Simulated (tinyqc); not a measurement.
What each parameter does: eight-band Kane k.p model.

Eight-band Kane model, basis S, X, Y, Z times spin, zero of energy at the top of the unstrained valence band, c = hbar^2/2m0. Within each spin: H_SS = Eg + A c k^2, H_SX = i P kx (likewise Y, Z), H_XX = -Dso/3 + L kx^2 + M (ky^2 + kz^2), H_XY = N kx ky, and cyclic. Spin-orbit term (Dso/3) L.sigma on X, Y, Z with (L_k)_ij = -i epsilon_kij: <X+|H|Y+> = -i Dso/3, <X+|H|Z-> = Dso/3, <Y+|H|Z-> = -i Dso/3, <Z+|H|X-> = -Dso/3, <Z+|H|Y-> = i Dso/3, <X-|H|Y-> = i Dso/3, and their conjugates; + and - are the spin along z. Terms from inversion asymmetry are left out, so every level is twofold.

P = sqrt(Ep c); A = 1/me - Ep (Eg + 2 Dso/3)/(Eg (Eg + Dso)) keeps the electron mass; g1' = g1 - Ep/(3 Eg), g2' = g2 - Ep/(6 Eg), g3' = g3 - Ep/(6 Eg) remove the coupling to S that the Luttinger values already hold; L = -c (g1' + 4 g2'), M = -c (g1' - 2 g2'), N = -6 c g3'.

Constants: hbar^2/2m0 = 3.80998211 eV angstrom^2.

Parameters, chosen for this exercise (near those of Ge; the results hold for these values, not for the real material):
- Eg = 0.89 eV (gap at Gamma to the s-like level)
- Dso = 0.288 eV (spin-orbit splitting)
- Ep = 26.1 eV (Kane energy)
- me = 0.0382 m0 (electron mass at Gamma)
- g1 = 13.37 (Luttinger gamma1)
- g2 = 4.24 (gamma2)
- g3 = 5.7 (gamma3)
- kmax = 0.04 1/angstrom (end of the path)

Unstrained; levels at |k| = kmax along [110], all derived values formed anew.

Results for these values:

| case | conduction (eV) | heavy hole (eV) | light hole (eV) | split-off (eV) |
|---|---|---|---|---|
| base | 1.0251 | -0.0151 | -0.1083 | -0.3700 |

What happens to each result for Ep = 28.71 eV, all else kept?

Answer: conduction does not change at the printed digits; heavy hole does not change at the printed digits; light hole falls from -0.1083 to -0.1087; split-off rises from -0.3700 to -0.3682.

The same for each parameter in turn:

| case | conduction (eV) | heavy hole (eV) | light hole (eV) | split-off (eV) |
|---|---|---|---|---|
| base | 1.0251 | -0.0151 | -0.1083 | -0.3700 |
| Eg = 0.801 eV | 0.9344 | -0.0151 | -0.1081 | -0.3656 |
| Dso = 0.2592 eV | 1.0248 | -0.0150 | -0.1056 | -0.3449 |
| Ep = 28.71 eV | 1.0251 | -0.0151 | -0.1087 | -0.3682 |
| me = 0.0344 m0 | 1.0408 | -0.0151 | -0.1074 | -0.3690 |
| g1 = 12.033 | 1.0260 | -0.0069 | -0.1006 | -0.3623 |
| g2 = 4.664 | 1.0248 | -0.0145 | -0.1078 | -0.3708 |
| g3 = 6.27 | 1.0240 | -0.0087 | -0.1095 | -0.3741 |

Computed by tinyqc, a small Python program: `OMP_NUM_THREADS=1 python tinyqc.py 1050917 1050918 out.jsonl` (the numbers bound the seed that draws the inputs); one thread of a shared host (Intel(R) Xeon(R) Processor @ 2.30GHz), about 0.01 s for the whole set of steps.
